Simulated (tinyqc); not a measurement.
# Field emission through a triangular barrier, exact transmission by Airy functions: effects of single changes

The left lead has its band edge at 0; for x > 0 the edge falls without end, U(x) = U0 - F x, with mass m1. No transverse momentum; C = hbar^2/(2 m0); psi and psi'/m are continuous at x = 0. The outgoing solution is Bi(z) + i Ai(z).

Inputs (values chosen for the exercise); masses and offsets close to those of InGaAs wells and InAlAs barriers:
- mL = 0.042 m0 (mass in the left lead)
- U0 = 0.52 eV (barrier edge at x = 0)
- m1 = 0.074 m0 (mass in the barrier)
- E = 0.091 eV (electron energy)
- F = 0.027 V/nm (field in the barrier)

Constants: q = 1.602176634e-19 C, hbar = 1.054571817e-34 J s, m0 = 9.1093837015e-31 kg, hbar^2/(2 m0) = 0.0380998212 eV nm^2. Results are converted to the units shown.

Each table varies one quantity; the others keep the values above.

## Exact and WKB transmission against field

Energy scale e = (C F^2/m1)^(1/3), z(x) = (U(x) - E)/e, s = (dz/dx)/m1 = -F/(e m1); v = k/m in a lead. With the Airy functions at z = z(0): g = s (Bi' + i Ai')/(Bi + i Ai), r = (i vL - g)/(i vL + g), T(E) = 1 - |r|^2 = 4 vL Im(g)/|i vL + g|^2, vL = sqrt(mL E/C)/mL. WKB: exp(-S), S = (4/(3 F)) sqrt(m1/C) [max(U0 - E, 0)^1.5]. For large z the ratio tends to c = 4 g0/(1 + g0^2), g0 = K/(m1 vL), K = sqrt(m1 (U0 - E)/C).

The same in every row: c = 1.780.

Exact and WKB transmission against field:
```
F (V/nm)   z(0)  T(E), exact    exp(-S)  ratio
0.01      11.53    3.770e-23  2.109e-23  1.787
0.013     9.681    6.453e-18  3.606e-18  1.789
0.017     8.096    8.217e-14  4.584e-14  1.792
0.022     6.817    8.855e-11  4.929e-11  1.796
0.029     5.671     2.732e-8   1.516e-8  1.802
0.037     4.821     1.345e-6   7.437e-7  1.808
0.049     3.997     4.285e-5   2.357e-5  1.818
0.063     3.381     4.606e-4   2.516e-4  1.831
```

The exact T(E) rises from 3.77e-23 to 4.61e-4; ln exp(-S) is linear in 1/F with slope -0.5221 V/nm, and the exact values give -0.5222 V/nm between the first two rows. At the largest z (11.5) the ratio is 0.40 % above c, at the smallest (3.38) 2.9 % above it.

## Effect of the barrier mass

Same model as above.

Result of one run:
```
m1 (m0)    z(0)  T(E), exact    exp(-S)   ratio       c
0.072    5.8932    9.3011e-9  5.1977e-9  1.7895  1.7689
```

What becomes of these results when the mass in the barrier m1 is changed from 0.072 to 0.18 m0, all else the same?

Result of the changed run:
```
m1 (m0)    z(0)  T(E), exact     exp(-S)   ratio       c
0.18     7.9983   1.5963e-13  7.9716e-14  2.0025  1.9977
```

The whole series:
```
m1 (m0)    z(0)  T(E), exact     exp(-S)   ratio       c
0.021    3.9082    4.0962e-5   3.3576e-5  1.2200  1.1778
0.028    4.3016    9.2471e-6   6.8218e-6  1.3555  1.3178
0.038    4.7625    1.4406e-6   9.5869e-7  1.5027  1.4702
0.052    5.2874    1.5044e-7   9.1158e-8  1.6503  1.6235
0.072    5.8932    9.3011e-9   5.1977e-9  1.7895  1.7689
0.098    6.5310   4.1041e-10  2.1633e-10  1.8972  1.8824
0.13     7.1761   1.4525e-11  7.3868e-12  1.9663  1.9565
0.18     7.9983   1.5963e-13  7.9716e-14  2.0025  1.9977
```

The exact T(E) falls from 4.10e-5 to 1.60e-13, while S grows with the square root of m1; the ratio to WKB rises from 1.22 to 2.00. At the largest z (8.00) the ratio is 0.24 % above c, at the smallest (3.91) 3.6 % above it.

Range of the model: Masses are held fixed, although real bands cease to be parabolic a few tenths of an eV from their edges.

Computed by the program tinyqc: `OMP_NUM_THREADS=1 python tinyqc.py 2580101 2580102 out.jsonl`, one thread of a shared Intel Xeon 2.30GHz, about 0.01 s for the whole run.
